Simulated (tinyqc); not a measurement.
p-n heterojunction, non-linear Poisson equation by Newton steps, Fermi-Dirac statistics: one step of the calculation.

One dimension, material 1 (p-type) at x < 0 and material 2 (n-type) at x > 0. Band edges: Ec = -psi in material 1 and -psi + dEc in material 2, Ev = Ec - Eg. Flat quasi-Fermi levels: 0 for holes, +V for electrons. n = Nc F((EFn - Ec)/Vt), p = Nv F((Ev - EFp)/Vt), with F(eta) = F_1/2(eta) = (2/sqrt(pi)) int_0^infinity sqrt(u) du/(1 + exp(u - eta)) (Fermi-Dirac statistics); full ionisation, no interface charge, classical densities; the doping types are chosen for the exercise.

Question. Newton step. Solve the tridiagonal system a_(i-1) d_(i-1) + b_i d_i + a_i d_(i+1) = -F_i for nodes 1 to 10, with d = 0 on fixed nodes. Half of the step is added while the largest |d| exceeds 1.5 Vt, the full step after that.

Parameters, values chosen for the exercise: temperature T = 300 K.

Constants: q = 1.602176634e-19 C, kB = 1.380649e-23 J/K, Vt = kB T/q. Results are converted to the units shown.

coupling a_i, interval 0 to 10 (F/cm^2): [9.1112449e-7, 1.1149286e-6, 1.3666867e-6, 1.6812416e-6, 2.0368889e-6, 2.5038574e-6, 1.0062524e-6, 4.0729264e-7, 1.6354007e-7, 6.5541344e-8, 2.6398597e-8]
diagonal b, node 1 to 10 (F/cm^2): [-2.0260531e-6, -2.4816154e-6, -3.0479283e-6, -3.7181305e-6, -4.5407463e-6, -3.5101098e-6, -1.4135450e-6, -5.7083270e-7, -2.9044316e-7, -6.0184537e-6]
residual F, node 1 to 10 (C/cm^2): [-7.6058035e-7, -1.6335906e-7, -1.3879885e-7, -1.1857057e-7, -9.9849457e-8, 5.3322364e-10, -3.3609304e-8, -1.1382176e-7, -2.8403952e-8, -3.6533603e-9]
psi at the start, node 0 to 11 (V): [-3.6945700, -2.8558651, -2.6462221, -2.4572153, -2.2950814, -2.1579576, -2.0451667, -1.7680529, -1.1908874, -0.6038507, -0.5089816, -0.5085543]

Give: Newton step d, before damping; psi after iteration 1.

Answer.

Newton step d, before damping, node 1 to 10 (V): [-1.409, -1.878, -2.141, -2.273, -2.323, -2.324, -2.327, -2.252, -1.369, -0.016]
psi after iteration 1, node 0 to 11 (V): [-3.695, -3.560, -3.585, -3.528, -3.431, -3.319, -3.207, -2.932, -2.317, -1.289, -0.517, -0.509]

Numbers from tinyqc (`OMP_NUM_THREADS=1 python tinyqc.py 2040111 2040112 out.jsonl`; about 0.4 s on one thread of a shared Intel Xeon 2.30GHz).
